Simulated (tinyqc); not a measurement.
Off-state leakage of single and stacked transistors: two steps of the calculation.

n-channel devices of unit width. Subthreshold current I(Vg, Vs, Vd) = I0 (T/300 K)^0.5 exp[(Vg - Vs - VT(T) - gb (Vs - Vb) + dd (Vd - Vs))/(nf Vt)] (1 - exp(-(Vd - Vs)/Vt)), VT(T) = VT - cT (T - 300 K). Gate-edge tunnelling Ig (Vd/1 V) exp(ag (Vd - 1 V)), for a gate at 0 V, and band-to-band leakage Ab u exp(-Bb/u), u = Vd - Vb + 1 V, flow at a drain held at V; both are taken as independent of T. In a stack of off transistors (all gates at 0 V) the same subthreshold current passes through each.

Parameters, values chosen for the exercise; values of the order met in bulk silicon logic transistors:
```
symbol   value       unit                                             meaning
T          300          K                                         temperature
V          0.7          V                                      supply voltage
VT        0.34          V        threshold at 300 K, zero drain and body bias
cT         0.9       mV/K              fall of the threshold with temperature
I0        0.36      uA/um                       current at threshold at 300 K
nf        1.37                                                   slope factor
dd        0.08                                drain-induced lowering per volt
gb        0.19             rise of the threshold per volt of source-body bias
Ig      0.0006      uA/um                 gate-edge tunnelling current at 1 V
ag         5.1        1/V               exponential slope of the gate current
Ab          20  uA/(um V)      prefactor of band-to-band leakage at the drain
Bb          23          V                             its exponential voltage
Vb           0          V                                        body voltage
```

Constants: q = 1.602176634e-19 C, kB = 1.380649e-23 J/K, Vt = kB T/q. Results are converted to the units shown.

Task 1. Leakage of one transistor. Vg = Vs = 0, Vd = V; effective threshold VT(T) - gb Vb - dd V.

Wanted: effective threshold; parts; total; shares.

Result 1.

effective threshold = 0.28400 V
parts (nA/um): subthreshold 0.11853, gate edge 0.090945, band-to-band 0.045262
total = 0.25474 nA/um
shares (%): subthreshold 46.530, gate edge 35.702, band-to-band 17.768

The subthreshold part is the largest.

Task 2. New Vx. Stack of two, Vx the node between them: I_low = I(0, 0, Vx), I_up = I(0, Vx, V), f = ln(I_up/I_low), f' = -(1 + gb + 2 dd)/(nf Vt) - 1/(Vt (exp(Vx/Vt) - 1)) - 1/(Vt (exp((V - Vx)/Vt) - 1)), Vx(new) = Vx - f/f'.

Vx after iteration 1 = 0.046147118 V

Find: I_low; I_up; f; f'; Vx after iteration 2.

Result 2.

I_low = 0.02252 nA/um
I_up = 0.02266 nA/um
f = 0.005829
f' = -45.92 1/V
Vx after iteration 2 = 0.04627 V

tinyqc, about 0.04 s, one thread, Intel Xeon 2.30GHz (shared host): `OMP_NUM_THREADS=1 python tinyqc.py 2242149 2242150 out.jsonl`
